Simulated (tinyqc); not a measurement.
Bulk transistor, scale length and short-channel effects: two steps of the calculation.

A gate, an insulator of thickness ti and a depleted layer of depth ts on a conducting body. Below threshold the potential that source and drain add obeys Laplace's equation and vanishes on the gate and at the bottom of the depleted layer. Its lowest mode decays along the channel as exp(-k y); k is the smallest positive root of the matching condition at the interface, and the scale length is Lambda = pi/k.

Parameters, values chosen for the exercise; permittivities: semiconductor made up, insulator close to that of silicon dioxide:
```
symbol,value,unit,meaning
T,325,K,temperature
eps_r,12.7,,relative permittivity of the semiconductor
ei,3.74,,relative permittivity of the insulator
ti,1,nm,insulator thickness
ts,12,nm,depletion depth
L,25,nm,channel length
Vbi,0.93,V,potential of the source
sT,0.6,V,potential of the barrier top at threshold
VTL,0.28,V,long-channel threshold
m,1.28,,long-channel body factor
Vds,0.6,V,drain voltage
```

Constants: q = 1.602176634e-19 C, kB = 1.380649e-23 J/K, Vt = kB T/q. Results are converted to the units shown.

Problem 1. Decay constant by Newton steps. f(k) = eps_r sin(k ti) cos(k ts) + ei cos(k ti) sin(k ts); f' by a central difference with +/- 1e-5 1/nm; k(new) = k - f/f'.

k at the start = 0.21875000 1/nm

Find: f; f'; k after iteration 1.

Solution 1.

f = -0.5931
f' = -65.61 nm
k after iteration 1 = 0.2097 1/nm

Problem 2. Threshold shift, barrier position and swing. Along the channel psi(y) = s + a exp(y/l) + b exp(-y/l) with psi(0) = Vbi, psi(L) = Vbi + Vds and l = 1/k = Lambda/pi; with A = Vbi - s, B = A + Vds, x = exp(-L/l): a = (B - A x) x/(1 - x^2), b = (A - B x)/(1 - x^2). The minimum is s + 2 sqrt(a b), at y = (l/2) ln(b/a). The long-channel potential follows the gate as s = sT + (Vg - VTL)/m, and the threshold VT is the gate voltage at which the minimum equals sT. Swing = m Vt ln 10/g at threshold, g = d(minimum)/ds = 1 - (b x + a)/((1 + x) sqrt(a b)).

l = 4.7696873 nm

Find: s at threshold; a; b; position of the minimum; VT; swing.

Solution 2.

s at threshold = 0.50462 V
a = 0.0054152 V
b = 0.41996 V
position of the minimum = 10.376 nm
VT = 0.15792 V
swing = 98.186 mV/decade

The threshold lies 122 mV below the long-channel value, and the barrier top sits at 0.42 L from the source.

Computed by the program tinyqc: `OMP_NUM_THREADS=1 python tinyqc.py 2420083 2420084 out.jsonl`, one thread of a shared Intel Xeon 2.30GHz, about 0.01 s for the whole run.
